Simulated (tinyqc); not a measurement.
Joule-heated wire on a substrate, fin equation: one step of the calculation.

A wire of length L loses heat along itself to two contacts and sideways to the substrate: kap A theta'' - g theta + p = 0 with theta = T - T0 and p(x) = p0 exp(-((x/L - x0)/sg)^2/2). The ends are held at T0. Constant conductivity, diffusive heat flow.

Task. Temperature rise. Solve -c theta_(i-1) + d_i theta_i - c theta_(i+1) = b_i for nodes 1 to 9, with theta = 0 at nodes 0 and 10.

Inputs (values chosen for the exercise): temperature of substrate and contacts T0 = 350 K.

c = 0.25408163 uW/K
d, node 1 to 9 (uW/K): [0.60616327, 0.60616327, 0.60616327, 0.60616327, 0.60616327, 0.60616327, 0.60616327, 0.60616327, 0.60616327]
b, node 1 to 9 (uW): [9.1135008e-9, 6.3294384e-6, 0.0012790252, 0.075201583, 1.2864972, 6.4036072, 9.2741580, 3.9080334, 0.47915500]

Wanted: theta.

Result.

theta, node 0 to 10 (K): [0.00, 1.51, 3.59, 7.06, 13.25, 24.25, 39.55, 44.89, 31.05, 13.81, 0.00]

Program tinyqc, `OMP_NUM_THREADS=1 python tinyqc.py 2520131 2520132 out.jsonl`; Intel Xeon 2.30GHz, shared host, one thread, about 0.01 s.
